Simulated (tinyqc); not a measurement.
# Changing the field F

Model: Haynes-Shockley experiment: drift, diffusion and decay of a minority-carrier pulse. Computed by tinyqc, a small Python program. Command: `OMP_NUM_THREADS=1 python tinyqc.py 3110542 3110543 out.jsonl haynes sweep`. One thread of a shared host (Intel(R) Xeon(R) Processor @ 2.30GHz), about 0.02 s of CPU time with the checks.

A thin sheet of excess carriers is made at x = 0, t = 0 in a long uniform bar; injection is low, so the pulse moves with the minority mobility.

Inputs (values chosen for the exercise, modelled on electrons in p-type germanium in a lightly doped bar): minority mobility mu = 3480 cm^2/(V s); lifetime tau = 26 microsecond; temperature T = 250 K; distance d to the collector = 1.2 cm; injected sheet density N0 = 6e+09 1/cm^2.

Constants: k_B = 8.617333262e-05 eV/K.

Method:
- D = mu k_B T/e, v = mu F.
- Transit time d/v, diffusion length sqrt(D tau), drift length v tau, Peclet number v d/D = e F d/(k_B T).
- dn(x, t) = N0/sqrt(4 pi D t) exp(-(x - v t)^2/(4 D t) - t/tau).
- At fixed x the signal peaks where d ln(dn)/dt = 0: a t^2 + t/2 - x^2/(4 D) = 0 with a = v^2/(4 D) + 1/tau.
- The full width at half maximum is found by solving dn(x, t) = peak/2 on both sides of the peak.
- With w the full width at half maximum: mu = d/(F t_p); D = (w d)^2/(16 ln2 t_p^3); Einstein ratio D/mu against k_B T/e.

One run for each value; columns: (1) field F (V/cm); (2) time of the peak t_p (microsecond); (3) width at half maximum (microsecond); (4) peak density (1/cm^3); (5) error of mu (%):
```
(1)     (2)    (3)        (4)    (5)
3.1   105.5  26.17  2.915e+08  5.419
4.9    68.8  13.75  1.614e+09  2.331
7.8    43.8   6.97  5.429e+09  1.010
12.0   28.6   3.68  1.212e+10  0.480
19.0   18.1   1.85  2.286e+10  0.226
30.0   11.5   0.94  3.708e+10  0.113
```

What does the table show, and why?

Over the rows, time of the peak t_p (microsecond) falls from 106 to 11.5 (exponent d ln y / d ln x -0.94 between the first rows and -1.00 between the last); width at half maximum (microsecond) falls from 26.2 to 0.935 (exponent d ln y / d ln x -1.4 between the first rows and -1.5 between the last); peak density (1/cm^3) rises from 2.92e8 to 3.71e10 (exponent d ln y / d ln x 3.7 between the first rows and 1.1 between the last). At the high end the exponent of time of the peak t_p is -1.00, close to -1: pure drift, t = d/(mu F). At the high end the exponent of width at half maximum is -1.50, close to -1.5: sqrt(D t)/v with t = d/v.  Left out: 1.30, 2.00 (the pulse dies before the collector).

Extremes, crossings and ranges named in words are read from the listed rows.
